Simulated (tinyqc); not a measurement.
Inside a calculation. Model: polytypes and stacking faults of a tetrahedral semiconductor in an axial Ising model with couplings up to third neighbours. Computed by tinyqc, a small Python program that keeps every step. Command: `OMP_NUM_THREADS=1 python tinyqc.py 3015456 3015457 out.jsonl polytype walk`. One thread of a shared host (Intel(R) Xeon(R) Processor @ 2.30GHz), about 0.01 s of CPU time with the checks. Intermediate numbers are printed to about 5 digits and carried at full precision; extremes and crossings named in words are read from the listed rows.

Each double layer has s = +1 or -1 for the sense of its stacking step; E per pair of atoms = E0 - sum_n J_n <s_i s_(i+n)>, n = 1, 2, 3. Hexagonality h = (1 - <s_i s_(i+1)>)/2.

Inputs (values chosen for the exercise, for a model crystal):
```
quantity                                    value      unit
J1                                           1.37  meV/pair
J2                                          -1.53  meV/pair
J3                                          -0.33  meV/pair
basal lattice constant a                     3.08  angstrom
shear modulus G                               188       GPa
Poisson ratio nu                             0.19         -
gap of 3C                                    2.39        eV
gap of 4H                                    3.26        eV
binding energy of the fault level E_b        0.19        eV
in-plane mass m                              0.32        m0
effective density of states N_c at 300 K  2.2e+19    1/cm^3
electron density n                          5e+16    1/cm^3
temperature T                                1250         K
```

Host polytype: 4H.

Constants: 1 eV/angstrom^2 = 16.02176634 J/m^2; m_0 = 9.1093837015e-31 kg; hbar = 1.054571817e-34 J s; k_B = 1.380649e-23 J/K; k_B = 8.617333262e-05 eV/K.

## Energies of the polytypes

correlations of the repeat units 3C (+), 2H (+-), 4H (++--), 6H (+++---), 15R (+++--), 8H (++++----), 21R (++++---), 9R (++-):
```
       n = 1    n = 2    n = 3
3C    1.0000   1.0000   1.0000
2H   -1.0000   1.0000  -1.0000
4H    0.0000  -1.0000   0.0000
6H    0.3333  -0.3333  -1.0000
15R   0.2000  -0.6000  -0.6000
8H    0.5000   0.0000  -0.5000
21R   0.4286  -0.1429  -0.7143
9R   -0.3333  -0.3333   1.0000
```

E - E(3C) = sum_n J_n (1 - C_n), C_n = <s_i s_(i+n)>. The gap is taken linear in h between 3C (h = 0) and 4H (h = 1/2), a rough rule, with a dash beyond.

Polytypes:
```
polytype       h  E - E(3C) (meV/pair)  gap by the linear rule (eV)
3C        0.0000                0.0000                       2.3900
2H        1.0000                2.0800                            -
4H        0.5000               -2.0200                       3.2600
6H        0.3333               -1.7867                       2.9700
15R       0.4000               -1.8800                       3.0860
8H        0.2500               -1.3400                       2.8250
21R       0.2857               -1.5314                       2.8871
9R        0.6667               -0.2133                            -
```

E(2H) - E(3C) = 2.08 meV/pair

E(4H) - E(3C) = -2.02 meV/pair

E(6H) - E(3C) = -1.7867 meV/pair

The lowest is 4H, 0.140 meV/pair below 15R. J1/|J2| = 0.90: for J3 = 0 and J2 < 0 the ground state is 2H below -2, 4H between -2 and 2, and 3C above 2; at 2 itself all periods with bands of two or more layers are degenerate. Four or more polytypes lie within 1.5 meV/pair, so small a spread that growth kinetics and seeds can decide.

## Back from three energies to J1, J2, J3

With d2, d4, d6 the energies of 2H, 4H, 6H over 3C: d2 = 2 J1 + 2 J3, d4 = J1 + 2 J2 + J3, d6 = (2/3) J1 + (4/3) J2 + 2 J3, so J2 = (d4 - d2/2)/2, J3 = (3/4)(d6 - (2/3) d4), J1 = d2/2 - J3.

J1 recovered = 1.37 meV/pair

J2 recovered = -1.53 meV/pair

J3 recovered = -0.33000 meV/pair

## Stacking-fault energies

fault coefficients k_n:
```
                      J1  J2  J3
single Shockley (31)   0  -4   0
double Shockley (62)  -4  -8   0
Frank-type (32)       -1  -2   3
```

Faults in 4H: the sequences single Shockley (31) (+++-), double Shockley (62) (++++++--), Frank-type (32) (+++--) are put between perfect repeats; k_n = (layers x C_n of the host) - sum_i s_i s_(i+n). gamma = sum k_n J_n/A, A = (sqrt 3/2) a^2; 1 meV/angstrom^2 = 16.02177 mJ/m^2.

gamma (mJ/m^2): single Shockley (31) 11.935, double Shockley (62) 13.183, Frank-type (32) 1.365

energy of the glide fault, single Shockley (31) = 11.935 mJ/m^2

The cheapest is the Frank-type (32) fault.

## Splitting of a basal screw dislocation

Screw line, bounded by the single Shockley (31) fault of energy gamma: b = a, partials b_p = a/sqrt 3; d = G b_p^2 (2 - 3 nu)/(8 pi gamma (1 - nu)). One partial is driven off by the shear stress gamma/b_p along its Burgers vector.

splitting width d = 34.988 nm

stress to open the fault = 67.118 MPa

## Electronic energy gained by the fault

The fault binds electrons in a two-dimensional band E_b below the conduction edge, g2 = m m0/(pi hbar^2) for one valley. With the Fermi level held by the bulk, eta = ln[n/N_c(T)], N_c(T) = N_c (T/300)^1.5, the grand potential falls by g2 (k_B T)^2 F1(x), x = eta + E_b/(k_B T), F1(x) = integral from 0 to infinity of ln(1 + exp(x - t)) dt; sheet density g2 k_B T ln(1 + e^x). Band bending by the trapped charge is left out, so the gain is an upper bound. Net fault energy = gamma of the single Shockley (31) fault less the electronic gain.

x = -6.4636

sheet density = 2.2434e+10 1/cm^2

electronic gain = 0.0038732 mJ/m^2

net fault energy = 11.931 mJ/m^2

The gain offsets 0.032 % of the fault energy.

## Gain against electron density

The formulas are those given above.

At T:
```
n (1/cm^3)        x  sheet density (1/cm^2)  gain (mJ/m^2)  gain/gamma  gain/gamma at T + 200 K
1.00e+14    -12.678              4.4902e+07     7.7493e-06  6.4928e-07               5.4828e-07
1.00e+15    -10.376              4.4902e+08     7.7493e-05  6.4928e-06               5.4828e-06
1.00e+16     -8.073              4.4896e+09     7.7487e-04  6.4923e-05               5.4825e-05
1.00e+17     -5.770              4.4833e+10     7.7433e-03  6.4878e-04               5.4801e-04
1.00e+18     -3.468              4.4217e+11     7.6897e-02  6.4429e-03               5.4562e-03
5.00e+18     -1.858              2.0864e+12     3.7333e-01  3.1279e-02               2.6771e-02
2.00e+19     -0.472              6.9792e+12     1.3583e+00  1.1380e-01               1.0046e-01
```

For x well below 0 the gain is k_B T times the sheet density and linear in n; for x well above 0 the well fills and the gain grows only about as x^2. It stays below the fault energy in all rows; 200 K more changes it by a factor 0.84 at 1e16.

Checks made by the program: the recovered constants (relative difference below 1e-10).
